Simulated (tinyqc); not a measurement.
Worked calculation: sp3s* tight binding. Values are carried at full precision from step to step, so a last printed digit may differ when a step is redone from the rounded ones.

sp3s* tight binding, nearest neighbours only: anion (a) at 0, cation (c) at a/4 (1,1,1), orbitals s, px, py, pz, s* on each; k in units of 2 pi/a. With phases e_j = exp(i (pi/2) k.n_j) for n = (1,1,1), (1,-1,-1), (-1,1,-1), (-1,-1,1): g0 = (e1+e2+e3+e4)/4, g1 = (e1+e2-e3-e4)/4, g2 = (e1-e2+e3-e4)/4, g3 = (e1-e2-e3+e4)/4. The diagonal holds the levels Esa, Epa, Exa (s*) and Esc, Epc, Exc. Anion-cation block: <sa|sc> = Vss g0; <sa|xc> = Vsapc g1; <xa|sc> = -Vscpa g1; <xa|xc> = Vxx g0; <xa|yc> = <ya|xc> = Vxy g3, <xa|zc> = <za|xc> = Vxy g2, <ya|zc> = <za|yc> = Vxy g1; <s*a|xc> = Vxapc g1; <xa|s*c> = -Vpaxc g1; y and z take g2 and g3 in place of g1; s-s* and s*-s* vanish.

Constants: hbar^2/2m0 = 3.80998211 eV angstrom^2.

Parameters, chosen for this exercise (near a published set for InP, fitted to gaps, whose masses and valley positions are rough; shifted at random, so the results belong to these values and not to a real crystal): k = (0.05, 0.05, 0.05) 2 pi/a (wave vector); Esa = -8.556 eV (s level of the anion); Epa = 0.876 eV (p level of the anion); Esc = -1.488 eV (s level of the cation); Epc = 4.035 eV (p level of the cation); Exa = 8.296 eV (s* level of the anion); Exc = 7.053 eV (s* level of the cation); Vss = -5.333 eV (s-s); Vxx = 1.875 eV (px-px); Vxy = 4.201 eV (px-py); Vsapc = 2.213 eV (s anion, p cation); Vscpa = 5.602 eV (s cation, p anion); Vxapc = 3.442 eV (s* anion, p cation); Vpaxc = 4.501 eV (p anion, s* cation); a = 5.87 angstrom (lattice constant).

## Phase sums

Form g0 to g3 at this k.

g0, g1, g2, g3: [0.99078-0.00048i, -0.00614+0.07798i, -0.00614+0.07798i, -0.00614+0.07798i]

## The Hamiltonian without spin-orbit coupling

Fill in the 10 x 10 matrix.

H(k) (eV), rows sa, xa, ya, za, s*a, sc, xc, yc, zc, s*c and columns alike:
```
[[-8.5560, 0, 0, 0, 0, -5.2838+0.0026i, -0.0136+0.1726i, -0.0136+0.1726i, -0.0136+0.1726i, 0],
 [0, 0.8760, 0, 0, 0, 0.0344-0.4368i, 1.8577-0.0009i, -0.0258+0.3276i, -0.0258+0.3276i, 0.0276-0.3510i],
 [0, 0, 0.8760, 0, 0, 0.0344-0.4368i, -0.0258+0.3276i, 1.8577-0.0009i, -0.0258+0.3276i, 0.0276-0.3510i],
 [0, 0, 0, 0.8760, 0, 0.0344-0.4368i, -0.0258+0.3276i, -0.0258+0.3276i, 1.8577-0.0009i, 0.0276-0.3510i],
 [0, 0, 0, 0, 8.2960, 0, -0.0211+0.2684i, -0.0211+0.2684i, -0.0211+0.2684i, 0],
 [-5.2838-0.0026i, 0.0344+0.4368i, 0.0344+0.4368i, 0.0344+0.4368i, 0, -1.4880, 0, 0, 0, 0],
 [-0.0136-0.1726i, 1.8577+0.0009i, -0.0258-0.3276i, -0.0258-0.3276i, -0.0211-0.2684i, 0, 4.0350, 0, 0, 0],
 [-0.0136-0.1726i, -0.0258-0.3276i, 1.8577+0.0009i, -0.0258-0.3276i, -0.0211-0.2684i, 0, 0, 4.0350, 0, 0],
 [-0.0136-0.1726i, -0.0258-0.3276i, -0.0258-0.3276i, 1.8577+0.0009i, -0.0211-0.2684i, 0, 0, 0, 4.0350, 0],
 [0, 0.0276+0.3510i, 0.0276+0.3510i, 0.0276+0.3510i, 0, 0, 0, 0, 0, 7.0530]]
```

## Levels at this k

Diagonalise H, which belongs to k = (0.05, 0.05, 0.05) (2 pi/a). Four bands are filled (two electrons each); give the make-up of band 5, the lowest empty one.

levels (eV): [-11.3921, -0.3380, -0.0245, -0.0245, 1.5901, 4.8761, 4.9355, 4.9355, 7.1266, 8.3532]

weights of band 5: s 0.862, p 0.137, s* 0.001

weight of band 5 on atom a = 0.286

The vertical gap at this k is 1.6146 eV; band 5 is mostly s-like.

## Levels at Gamma

At k = 0 only g0 = 1 is left and H falls into 2 x 2 blocks [[E_a, V], [V, E_c]] with roots (E_a + E_c)/2 -/+ sqrt(((E_a - E_c)/2)^2 + V^2); the s* levels stay uncoupled. The direct gap runs from the highest lower root of the p blocks to the lowest upper root.

Blocks at Gamma (eV):
```
block            E_a      E_c        V  lower root  upper root
s (Gamma1)   -8.5560  -1.4880  -5.3330    -11.4197      1.3757
p (Gamma15)   0.8760   4.0350   1.8750      0.0039      4.9071
```

direct gap at Gamma = 1.3718 eV

The lowest empty level at Gamma is s-like.

## Bands near the gap

Diagonalise at L = (1/2,1/2,1/2), X = (1,0,0), W = (1,1/2,0), K = (3/4,3/4,0) and at the fractions named between them; energies from the top of the valence band at Gamma; 4 bands are filled.

Levels (eV):
```
k        level 2  level 3  level 4  level 5  level 6
L         -5.804   -0.972   -0.972    1.888    4.206
L-G 0.5   -3.473   -0.526   -0.526    2.212    4.480
G          0.000    0.000    0.000    1.372    4.903
G-X 0.2   -1.148   -0.261   -0.261    2.104    4.537
G-X 0.4   -2.888   -0.849   -0.849    2.689    3.846
G-X 0.6   -4.573   -1.455   -1.455    2.783    3.269
G-X 0.7   -5.328   -1.699   -1.699    2.690    3.109
G-X 0.8   -5.983   -1.884   -1.884    2.569    3.022
G-X 0.9   -6.472   -1.998   -1.998    2.480    2.977
X         -6.668   -2.036   -2.036    2.449    2.962
W         -6.668   -2.036   -2.036    2.449    2.962
K         -6.551   -2.203   -1.719    2.379    3.088
K-G 0.5   -4.136   -1.335   -0.585    2.441    3.984
```

On these points the lowest empty level is lowest at G, 1.372 eV above the top.

## Valleys and masses

The lowest conduction level at Gamma, at its minimum on (x,0,0) for x from 0.5 to 1, and at the point L (L, and X where the search ends there, need not be minima in this model; a zero or negative inverse mass shows it). Inverse masses m0/m = (E(+h) + E(-h) - 2 E)/(2 c q^2) with c = hbar^2/2m0, q = h 2 pi/a, h = 0.002; longitudinal along the valley axis ([100] at Gamma and Delta, [111] at L), transverse along [010] or [1-10]. A dash: the next level lies within 0.15 eV, so a single mass has no use there.

Valleys:
```
valley  x (2 pi/a)  E - Ev (eV)  m0/m_l  m0/m_t
Gamma       0.0000       1.3718    8.50    8.50
Delta       1.0000       2.4486    0.74    0.00
L           0.5000       1.8885    0.62    1.47
```

Of these three the lowest is Gamma, which makes the gap direct, 1.3718 eV. At Delta m0/m_t is 0.00. This nearest-neighbour model is fitted to gaps: it places the Delta minimum and the masses at Delta and L only roughly (transverse masses can be several times too heavy), and since its bands are flat from X to W the transverse mass grows too heavy towards X; d orbitals or second neighbours cure this.

## Checks

- Direct gap at Gamma from the blocks against the full matrix: both 1.37178.

tinyqc: `OMP_NUM_THREADS=1 python tinyqc.py 1451856 1451857 out.jsonl`; about 0.1 s, one thread, shared Intel(R) Xeon(R) Processor @ 2.30GHz.
